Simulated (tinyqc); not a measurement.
## MOSFET in saturation, small-signal circuit and noise: from weak to strong inversion

Bias by the inversion coefficient IC = I/Ispec (charge-based model with velocity saturation; weak inversion below 0.1, strong above 10). Common-source circuit: gm, gds, Cgs, Cgd and Cj at the inner nodes, Rg in series with the gate; quasi-static, no source or drain resistance, no gate-body capacitance, no substrate network, no induced gate noise, so fmax is an upper estimate.

Ispec = 2 n mu Cox (W/L) Vt^2, lc = Ls/L, gms = [sqrt((lc IC + 1)^2 + 4 IC) - 1]/[2 + lc (lc IC + 1)], gm = gms Ispec/(n Vt), gds = sg gm. qs = [sqrt(1 + 4 IC) - 1]/2, Cgs = Cox W L qs (2 qs + 3)/(3 (qs + 1)^2) + Cov W, Cgd = Cov W, Cd = Cj W, Rg = Rsh (Wf/L)/(12 Nf) + Rc/W with Nf = W/Wf fingers (not rounded) contacted at both ends. fT = gm/(2 pi (Cgs + Cgd)), fmax = fT/(2 sqrt(Rg (gds + 2 pi fT Cgd))). The last column is the figure of merit (gm/I) fT.

Values chosen for this exercise: temperature T = 350 K; gate length L = 130 nm; total gate width W = 80 um; gate capacitance Cox = 1.42 uF/cm^2; mobility mu = 310 cm^2/(V s); slope factor n = 1.16; velocity-saturation length Ls = 25 nm; ratio gds/gm sg = 0.027; overlap and fringe capacitance per side Cov = 0.26 fF/um; drain junction capacitance Cj = 0.4 fF/um; sheet resistance of the gate Rsh = 8 ohm; finger width Wf = 1 um; gate contact and vertical resistance Rc = 300 ohm um.

Constants: q = 1.602176634e-19 C, kB = 1.380649e-23 J/K, Vt = kB T/q. Results are converted to the units shown.

Result of one run:

| IC | I (uA) | gm/I (1/V) | fT (GHz) | fmax (GHz) | (gm/I) fT (THz/V) |
|---|---|---|---|---|---|
| 0.3 | 171.5 | 22.60 | 9.010 | 64.42 | 0.2037 |

What becomes of these results when the inversion coefficient IC is changed from 0.3 to 0.03, all else the same?

Result of the changed run:

| IC | I (uA) | gm/I (1/V) | fT (GHz) | fmax (GHz) | (gm/I) fT (THz/V) |
|---|---|---|---|---|---|
| 0.03 | 17.15 | 27.69 | 1.653 | 27.97 | 0.04576 |

The whole series:

| IC | I (uA) | gm/I (1/V) | fT (GHz) | fmax (GHz) | (gm/I) fT (THz/V) |
|---|---|---|---|---|---|
| 0.01 | 5.717 | 28.27 | 0.5977 | 16.85 | 0.01690 |
| 0.03 | 17.15 | 27.69 | 1.653 | 27.97 | 0.04576 |
| 0.1 | 57.17 | 25.97 | 4.404 | 45.44 | 0.1144 |
| 0.3 | 171.5 | 22.60 | 9.010 | 64.42 | 0.2037 |
| 1 | 571.7 | 17.03 | 17.06 | 87.49 | 0.2906 |
| 3 | 1715 | 11.61 | 28.96 | 112.8 | 0.3362 |
| 10 | 5717 | 6.657 | 49.18 | 145.8 | 0.3274 |
| 30 | 1.715e4 | 3.427 | 71.70 | 175.4 | 0.2457 |
| 100 | 5.717e4 | 1.332 | 89.82 | 195.8 | 0.1196 |

The efficiency gm/I falls from 28.3 to 1.33 1/V while fT rises from 0.598 to 89.8 GHz; fT goes as IC^(0.93) at the start and IC^(0.19) at the end (1/2 for a long channel, 0 at full velocity saturation, which sets in near IC = 1/lc^2 = 27.0). Their product goes from 0.0169 through a maximum of 0.336 (at IC = 3 among the rows listed) to 0.120 THz/V. For IC = 0.01 to 1 fmax exceeds 4 fT, where channel resistance and substrate losses, left out here, would cap it.

Computed by the program tinyqc: `OMP_NUM_THREADS=1 python tinyqc.py 2150051 2150052 out.jsonl`, one thread of a shared Intel Xeon 2.30GHz, about 0.01 s for the whole run.
